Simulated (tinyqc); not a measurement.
# Thin-film transistor with exponential tail and deep states, accumulation layer: what changes with what

An undoped film in accumulation, thicker than the space-charge layer. With band bending psi the Fermi level lies E0 - psi below the band edge. Free electrons n = n0 exp(psi/Vt) carry the current; electrons in two exponential distributions of traps, a = a0 exp(psi/Va) and d = d0 exp(psi/Vp), do not. Linear regime, ohmic contacts, traps in equilibrium.

Parameters, values chosen for the exercise; values close to those of an organic semiconductor:
- T = 300 K (temperature)
- eps_r = 3.2 (relative permittivity of the semiconductor)
- Nc = 7.3e19 cm^-3 (density of extended states)
- mb = 3.9 cm^2/(V s) (band mobility)
- Nt = 1e20 cm^-3 (total density of tail states)
- Tt = 470 K (characteristic temperature of the tail)
- Nd = 3.5e17 cm^-3 (total density of deep states)
- Td = 1240 K (characteristic temperature of the deep states)
- E0 = 0.45 eV (bulk Fermi level below the band edge)
- Ci = 12 nF/cm^2 (gate capacitance)
- WL = 20 (ratio W/L)
- Vd = 0.2 V (drain voltage)
- Vg = 17 V (gate voltage above flat band)

Constants: q = 1.602176634e-19 C, kB = 1.380649e-23 J/K, Vt = kB T/q, eps0 = 8.8541878128e-14 F/cm where lengths are in cm. Results are converted to the units shown.

Each table varies one quantity; the others keep the values above.

## Effect of the total density of deep states

Va = kB Tt/q, Vp = kB Td/q; n0 = Nc exp(-E0/Vt), a0 = Nt th(T/Tt) exp(-E0/Va), d0 = Nd th(T/Td) exp(-E0/Vp), th(x) = pi x/sin(pi x). G(psi) = sum over the three kinds of c0 [V (exp(psi/V) - 1) - psi], field F = sqrt(2 q G/(eps0 eps_r)); Vg = psi + eps0 eps_r F/Ci at the surface. Total charge Q = Ci (Vg - psi_s); free charge Qf = q times the integral of n0 (exp(psi/Vt) - 1)/F over psi from 0 to psi_s; I = (W/L) mb Qf Vd; effective mobility mb Qf/Q.

Results:
```
Nd (cm^-3)  E0 - psi_s (eV)  Q (nC/cm^2)  free share (%)  effective mobility (cm^2/(V s))  I (nA)
3.5e16               0.1234        200.1           2.680                           0.1045   83.64
2e17                 0.1239        200.1           2.620                           0.1022   81.79
4.9e17               0.1246        200.1           2.521                          0.09830   78.68
1.2e18               0.1266        200.1           2.298                          0.08962   71.74
2.9e18               0.1312        200.2           1.857                          0.07242   57.98
7e18                 0.1425        200.3           1.139                          0.04443   35.60
```

Estimate the missing row, Nd = 8.5e16 cm^-3.

Computed row:
```
Nd (cm^-3)  E0 - psi_s (eV)  Q (nC/cm^2)  free share (%)  effective mobility (cm^2/(V s))  I (nA)
8.5e16               0.1236        200.1           2.662                           0.1038   83.07
```

With this row back in the table: As Nd goes from 3.5e16 to 7e18 cm^-3, the free share falls from 2.68 to 1.14 %, the distance of the Fermi level from the edge rises from 0.123 to 0.142 eV and the current falls from 83.6 to 35.6 nA. Q varies by only 0.11 %: the gate sets the charge, the traps decide how much of it moves. For Nd = 3.5e16 to 1.2e18 cm^-3 the th form, which assumes a Fermi level far below the edge, overcounts the filled tail at the surface by more than 15 %.

## Transfer curve

Same model as above.

The last column is d ln I/d ln Vg.

Transfer curve:
```
Vg (V)  E0 - psi_s (eV)  Q (nC/cm^2)  free share (%)  effective mobility (cm^2/(V s))  I (nA)  exponent
0.68             0.3784        7.301         0.09397                         0.003665  0.1070     1.523
1.1              0.3481        11.98          0.1263                         0.004927  0.2361     1.772
1.8              0.3112        19.93          0.1934                         0.007544  0.6015     2.017
2.9              0.2721        32.67          0.3216                          0.01254   1.639     2.169
4.8              0.2296        54.95          0.5805                          0.02264   4.977     2.224
7.8              0.1887        90.46           1.037                          0.04045   14.64     2.214
13               0.1462        152.4           1.890                          0.07370   44.92     2.173
21               0.1071        247.9           3.254                           0.1269   125.8     2.121
34              0.06868        403.4           5.475                           0.2135   344.6     2.058
```

Read the table: what changes, and by how much?

The current rises from 0.107 to 345 nA and the free share rises from 0.0940 to 5.47 %; the exponent goes from 1.52 through a maximum of 2.22 (at Vg = 4.8 V among the rows listed) to 2.06. If one kind of trap held all the charge, I would go as Q^(2 Tx/T - 1): 7.27 for the deep states, 2.13 for the tail and 1 for free electrons alone. For Vg = 21 to 34 V the th form, which assumes a Fermi level far below the edge, overcounts the filled tail at the surface by more than 15 %.

Computed by the program tinyqc: `OMP_NUM_THREADS=1 python tinyqc.py 2610055 2610056 out.jsonl`, one thread of a shared Intel Xeon 2.30GHz, about 0.02 s for the whole run.
